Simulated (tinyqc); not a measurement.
## Programming of a floating-gate cell by Fowler-Nordheim tunnelling: programming by a staircase of pulses

Per tunnel area the floating gate has Ctun = 3.9 eps0/tox to the channel (0 V) and Ccg to the control gate, Ct = Ctun/(1 - ag), no other coupling. With the threshold shift U = -Q/Ccg the field is F = ag (Vg - U)/tox, and dU/dt = J/Ccg. Fowler-Nordheim: J = A F^2 exp(-B/F), A = q^2/(16 pi^2 hbar mo phi) (times 1e14 for A/cm^2 with F in V/nm, emitter mass m0), B = (4/3) sqrt(mo/C) phi^1.5, C = hbar^2/(2 m0).

Pulse i = 1, 2, ... has the height 19 V + (i - 1) 0.3 V and lasts 8.1 us; each starts from the U that the last one left. Exact: exp(B/F(t)) = exp(B/F(0)) + K t, K = A B ag/(Ccg tox), and U = Vg - tox F/ag.

Values chosen for this exercise; oxide values close to those of silicon dioxide: tunnel barrier phi = 3.16 eV; tunnelling mass mo = 0.48 m0; tunnel oxide thickness tox = 9.1 nm; coupling ratio Ccg/Ct ag = 0.53; threshold shift at the start Vt0 = -0.9 V.

Constants: q = 1.602176634e-19 C, hbar = 1.054571817e-34 J s, m0 = 9.1093837015e-31 kg, eps0 = 8.8541878128e-14 F/cm where lengths are in cm, hbar^2/(2 m0) = 0.0380998212 eV nm^2. Results are converted to the units shown.

Result of one run:
```
N,last pulse (V),U (V),gain of the last pulse (V),F at its end (V/nm)
3,19.60,-0.1319,0.2694,1.149
```

What becomes of these results when the number of pulses N is changed from 3 to 4, all else the same?

Result of the changed run:
```
N,last pulse (V),U (V),gain of the last pulse (V),F at its end (V/nm)
4,19.90,0.1464,0.2783,1.150
```

The whole series:
```
N,last pulse (V),U (V),gain of the last pulse (V),F at its end (V/nm)
1,19.00,-0.6585,0.2415,1.145
2,19.30,-0.4012,0.2573,1.147
3,19.60,-0.1319,0.2694,1.149
4,19.90,0.1464,0.2783,1.150
6,20.50,0.7205,0.2893,1.152
8,21.10,1.308,0.2949,1.153
11,22.00,2.200,0.2983,1.153
14,22.90,3.098,0.2994,1.153
18,24.10,4.297,0.2999,1.153
```

The gain of a pulse rises from 0.241 to 0.300 V and settles at the step of 0.3 V: the field at the end of a pulse becomes steady, 1.15 V/nm, so U follows the gate one to one whatever it started from. It is within 5 % of the step from pulse 6 on among the rows. In every row the field stays above 10 MV/cm, which wears the oxide.

Range of the model: Programming fields of 10 MV/cm and more wear the oxide; trapping and the channel potential are ignored.

Program tinyqc, `OMP_NUM_THREADS=1 python tinyqc.py 2130173 2130174 out.jsonl`; Intel Xeon 2.30GHz, shared host, one thread, about 0.02 s.
